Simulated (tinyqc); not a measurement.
Worked calculation: virtual-crystal alloy in the empirical-pseudopotential method. Values are carried at full precision from step to step, so a last printed digit may differ when a step is redone from the rounded ones.

Virtual crystal A(1-x)B(x): a = (1 - x) a_A + x a_B. Rule linear: V = (1 - x) V_A + x V_B. Rule volume: V = [(1 - x) a_A^3 V_A + x a_B^3 V_B]/a^3, since a form factor is an atomic potential divided by the cell volume.

Constants: hbar^2/2m0 = 3.80998211 eV angstrom^2; Ry = 13.60569312 eV.

Values chosen for the exercise (classic local form factors of the size used for Si (A) and Ge (B), which place X and L only to a few tenths of an eV; the results hold for these values, not for the real material): a = (5.428, 5.651) angstrom (lattice constants of A, B); VSA = (-0.215, 0.039, 0.081) Ry (symmetric form factors of A); VAA = (0, 0, 0) Ry (antisymmetric form factors of A); VSB = (-0.226, 0.009, 0.061) Ry (symmetric form factors of B); VAB = (0, 0, 0) Ry (antisymmetric form factors of B); rule = volume (mixing rule); x = 0.6 (fraction of B).

## The virtual crystal

Form a, the two weights and the form factors.

a = 5.5618 angstrom

weights of A and B: 0.37182  0.62933

VS at 3, 8, 11 (Ry): -0.22217  0.02017  0.06851

VA at 3, 4, 11 (Ry): 0.00000  0.00000  0.00000

## The six lowest plane waves at X

Empirical pseudopotential on the fcc lattice, atoms at +/- tau, tau = a (1,1,1)/8, no spin-orbit coupling. H(G,G') = c (2 pi/a)^2 |k + G|^2 delta + VS(q) cos(q.tau) + i VA(q) sin(q.tau), q = G - G', c = hbar^2/2m0; k and G in units of 2 pi/a; VS at |q|^2 = 3, 8, 11 and VA at 3, 4, 11, in rydberg, zero elsewhere. At each k the basis holds all G with |k + G|^2 up to 16; energies are counted from the fourth level at Gamma.

k = (1,0,0) with the small basis G = (0,0,0), (-2,0,0), (-1,1,1), (-1,-1,-1), (-1,1,-1), (-1,-1,1) in place of the full one.

H in this small basis (eV):
```
           000    -200  -1+1+1  -1-1-1  -1+1-1  -1-1+1
000      4.862       0  -2.137   2.137  -2.137  -2.137
-200         0   4.862   2.137  -2.137  -2.137  -2.137
-1+1+1  -2.137   2.137   9.725  -0.274       0       0
-1-1-1   2.137  -2.137  -0.274   9.725       0       0
-1+1-1  -2.137  -2.137       0       0   9.725   0.274
-1-1+1  -2.137  -2.137       0       0   0.274   9.725
```

## Levels in the small basis

Diagonalise; the gap between the fourth and fifth level is a first estimate of the direct gap at X.

levels (absolute scale of H) (eV): 2.444  2.444  9.450  9.450  12.418  12.418

gap = 2.967 eV

The full basis gives 3.803 eV for this gap.

## The lowest conduction band along Gamma-X and at L

Full basis at each k.

Levels (eV):
```
k           band 3  band 4  band 5  band 6
L           -1.174  -1.174   1.279   4.115
(0.00,0,0)   0.000   0.000   2.290   3.444
(0.20,0,0)  -0.502  -0.502   2.850   3.492
(0.40,0,0)  -1.373  -1.373   1.909   4.085
(0.60,0,0)  -2.134  -2.134   1.214   2.762
(0.70,0,0)  -2.406  -2.406   1.008   2.153
(0.80,0,0)  -2.600  -2.600   0.911   1.663
(0.85,0,0)  -2.665  -2.665   0.902   1.467
(0.90,0,0)  -2.715  -2.715   0.921   1.296
(1.00,0,0)  -2.755  -2.755   1.048   1.048
```

On these points band 5 is lowest at (0.85,0,0), 0.902 eV above the valence top: in this model the gap is indirect, by a margin of 1389 meV.

## Checks

- Fifth band at (0.85,0,0) against the equivalent point (0,0,-0.85), on the absolute scale of H (eV): both 10.8580.

Computed by tinyqc, a small Python program: `OMP_NUM_THREADS=1 python tinyqc.py 1080153 1080154 out.jsonl` (the numbers bound the seed that draws the inputs); one thread of a shared host (Intel(R) Xeon(R) Processor @ 2.30GHz), about 0.2 s for the whole set of steps.
